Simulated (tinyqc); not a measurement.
Schottky barrier on an n-type semiconductor, non-linear Poisson equation by Newton steps: one step of the calculation.

One dimension, metal at x = 0, donor density C(x) = Nd, uniform. Energies are counted from the electron Fermi level of the semiconductor and the conduction-band edge is Ec = -psi, so n = Nc exp(psi/Vt); holes follow the Fermi level of the metal, at -V, so p = Nv exp((V - psi - Eg)/Vt). Ends: psi(0) = V - phiB and psi = Vt ln(Nd/Nc) deep inside. Boltzmann statistics, full ionisation, no current, no image force in the Poisson equation.

Problem. Check against the first integral. First integral for uniform doping: E_0^2 = (2 q/(eps0 eps_r)) [Nd (U - Vt + Vt exp(-U/Vt)) + Vt p_0], U = Vbi - V, Vbi = phiB - Vt ln(Nc/Nd), p_0 = Nv exp((phiB - Eg)/Vt) (deep holes neglected). Image-force lowering dphi = sqrt(q E_0/(4 pi eps0 eps_r)), at x_m = sqrt(q/(16 pi eps0 eps_r E_0)). Depletion approximation: E = sqrt(2 q Nd U/(eps0 eps_r)).

Inputs (values chosen for the exercise); band and dielectric values close to those of indium phosphide:
- T = 293 K (temperature)
- Eg = 1.36 eV (band gap)
- eps_r = 12.6 (relative permittivity)
- Nc = 5.55e17 cm^-3 (conduction-band density of states at T)
- Nv = 1.08e19 cm^-3 (valence-band density of states at T)
- Nd = 8.4e16 cm^-3 (donor density deep in the semiconductor)
- phiB = 0.77 eV (barrier height)
- V = 0 V (bias of the metal against the semiconductor)

Constants: q = 1.602176634e-19 C, kB = 1.380649e-23 J/K, Vt = kB T/q, eps0 = 8.8541878128e-14 F/cm where lengths are in cm. Results are converted to the units shown.

Give: E_0; dphi; x_m; field in the depletion approximation.

Solution.

E_0 = 129.69 kV/cm
dphi = 38.498 mV
x_m = 1.4843 nm
field in the depletion approximation = 132.01 kV/cm

Numbers from tinyqc (`OMP_NUM_THREADS=1 python tinyqc.py 2020131 2020132 out.jsonl`; about 0.06 s on one thread of a shared Intel Xeon 2.30GHz).
